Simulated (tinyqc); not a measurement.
# MOS capacitor on a p-type substrate, surface potential from the exact charge relation, step by step

Numbers from tinyqc (`OMP_NUM_THREADS=1 python tinyqc.py 2060080 2060081 out.jsonl`; about 0.01 s on one thread of a shared Intel Xeon 2.30GHz). Printed values are rounded.

Uniform p-type substrate, Boltzmann statistics, full ionisation, classical densities. psi is the surface potential against the body (positive when the bands bend down) and u = psi/Vt. Traps are spread evenly over the gap and neutral at flat band, so their charge is -q Dit psi; the minority quasi-Fermi level is shifted by Vb.

Parameters, values chosen for the exercise; band and dielectric values close to those of silicon:

| symbol | value | unit | meaning |
|---|---|---|---|
| T | 273 | K | temperature |
| Eg | 1.11 | eV | band gap |
| eps_r | 11.9 |  | relative permittivity |
| Nc | 2.4e19 | cm^-3 | conduction-band density of states at T |
| Nv | 2.32e19 | cm^-3 | valence-band density of states at T |
| chi | 4.08 | eV | electron affinity |
| N | 1.3e18 | cm^-3 | acceptor density of the substrate |
| eox | 25.3 |  | relative permittivity of the gate insulator (close to zirconium oxide) |
| tox | 6.6 | nm | insulator thickness |
| phiM | 4.95 | eV | gate work function |
| Nf | 4e10 | cm^-2 | fixed charge at the interface, in units of q |
| Dit | 0 | cm^-2 eV^-1 | density of interface traps |
| Vb | 0 | V | reverse bias of the inversion layer against the body |
| Vg | 1.94 | V | gate voltage against the body |

Constants: q = 1.602176634e-19 C, kB = 1.380649e-23 J/K, Vt = kB T/q, eps0 = 8.8541878128e-14 F/cm where lengths are in cm. Results are converted to the units shown.

Range of the model: At this gate voltage the surface density exceeds 0.3 of the band density of states, so degeneracy and confinement would lower the charge and capacitance.

## Flat band, threshold and scales

ni = sqrt(Nc Nv) exp(-Eg/(2 Vt)), Eg in volts; phiF = Vt ln(N/ni); Cox = eps0 eox/tox; Vfb = phiM - chi - (Eg - Vt ln(Nv/N)) - q Nf/Cox; Q0 = sqrt(2 eps0 eps_r q N Vt); r = (ni/N)^2 exp(-Vb/Vt); VT = Vfb + [(2 phiF + Vb)(1 + q Dit/Cox) + sqrt(2 eps0 eps_r q N (2 phiF + Vb))/Cox].

ni = 1.340129e9 cm^-3
phiF = 0.4868062 V
Cox = 3.394105 uF/cm^2
Vfb = -0.1740932 V
Q0 = 101.6149 nC/cm^2
r = 1.062690e-18
VT = 0.9921198 V

## Starting value

psi = Vg - Vfb, limited to the range from -4 Vt to +(2 phiF + Vb + 4 Vt).

psi at the start = 1.067714 V

## Iteration 1: Newton step for the surface potential

u = psi/Vt; F^2 = exp(-u) + u - 1 + r (exp(u) - u - 1); Qs = -sign(u) Q0 F; Cs = -dQs/dpsi = (Q0/Vt) |1 - exp(-u) + r (exp(u) - 1)|/(2 F). f = Vfb + psi + (q Dit psi - Qs)/Cox - Vg, f' = 1 + (Cs + q Dit)/Cox, psi(new) = psi - f/f'.

u = 45.38573
F = 9.949064
Qs = -1010.973 nC/cm^2
Cs = 12.06897 uF/cm^2
f = -0.7485179 V
f' = 4.555861
psi after iteration 1 = 1.232012 V

## Iteration 2: Newton step for the surface potential

As before.

u = 52.36960
F = 242.8324
Qs = -24675.39 nC/cm^2
Cs = 523.9953 uF/cm^2
f = 6.387991 V
f' = 155.3839
psi after iteration 2 = 1.190901 V

## Course of the Newton iteration

Stop when the step is below 1e-10 V, or after 60 iterations.

Course of the iteration:
```
iteration	psi before the step (V)	f (V)	step (V)
1	1.067714	-0.749	0.164
2	1.232012	6.39	-0.0411
3	1.190901	2.12	-0.0324
4	1.158485	0.581	-0.0176
5	1.140910	0.0951	-4.16e-3
6	1.136751	4.04e-3	-1.93e-4
7	1.136558	8.21e-6	-3.93e-7
8	1.136558	3.41e-11	-1.63e-12
```

Converged in 8 iterations.

## Charges, field and capacitances at the solution

converged psi = 1.136558 V

u = psi/Vt; F^2 = exp(-u) + u - 1 + r (exp(u) - u - 1); Qs = -sign(u) Q0 F; Cs = -dQs/dpsi = (Q0/Vt) |1 - exp(-u) + r (exp(u) - 1)|/(2 F). Low frequency: 1/C_LF = 1/Cox + 1/(Cs + q Dit). High frequency, in the simple estimate in which traps and minority carriers do not follow: 1/C_HF = 1/Cox + 1/Cd, Cd being Cs with r = 0 at the same psi. Minority sheet density N_inv = (Q0/(2 q)) int_0^u r (exp(t) - 1)/F(t) dt for u > 0. Oxide field |Qs - q Dit psi + q Nf|/(eps0 eox).

Qs = -3317.859 nC/cm^2
N_inv = 1.644755e13 cm^-2
oxide field = 1.478254 MV/cm
Cs = 67.45348 uF/cm^2
C_LF/Cox = 0.9520929
C_HF/Cox = 0.08467511

The surface is in strong inversion (borders at |psi| = 0, phiF + Vb and 2 phiF + Vb = 0.974 V). Minority carriers make up 79.4 % of Qs.
